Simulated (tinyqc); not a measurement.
# Inverter chain driving a load

N inverters, each f = Hc^(1/N) times larger than the one before: delay tau N (f + pp). Switched capacitance in units of the first input, with output capacitance pp times the input: Hc + (1 + pp)(Hc - 1)/(f - 1).

Parameters, values chosen for the exercise: load over the input capacitance of the chain Hc = 79; parasitic delay of an inverter pp = 1.5; delay unit tau = 3.2 ps.

Result of one run:
```
N,f,delay (ps),switched capacitance
3,4.291,55.59,138.3
```

What becomes of these results when the number of stages N is changed from 3 to 4, all else the same?

Result of the changed run:
```
N,f,delay (ps),switched capacitance
4,2.981,57.36,177.4
```

The whole series:
```
N,f,delay (ps),switched capacitance
1,79.00,257.6,81.50
2,8.888,66.48,103.7
3,4.291,55.59,138.3
4,2.981,57.36,177.4
5,2.396,62.34,218.7
6,2.071,68.57,261.0
7,1.867,75.42,304.0
```

The delay goes from 258 through a minimum of 55.6 (at N = 3 among the rows listed) to 75.4 ps. The best stage effort solves pp + rho (1 - ln rho) = 0, rho = 3.97, which gives N = ln Hc/ln rho = 3.17. One stage fewer than the best costs 20 % in delay and saves 25 % of the switched capacitance.

tinyqc, about 0.01 s, one thread, Intel Xeon 2.30GHz (shared host): `OMP_NUM_THREADS=1 python tinyqc.py 2082073 2082074 out.jsonl`
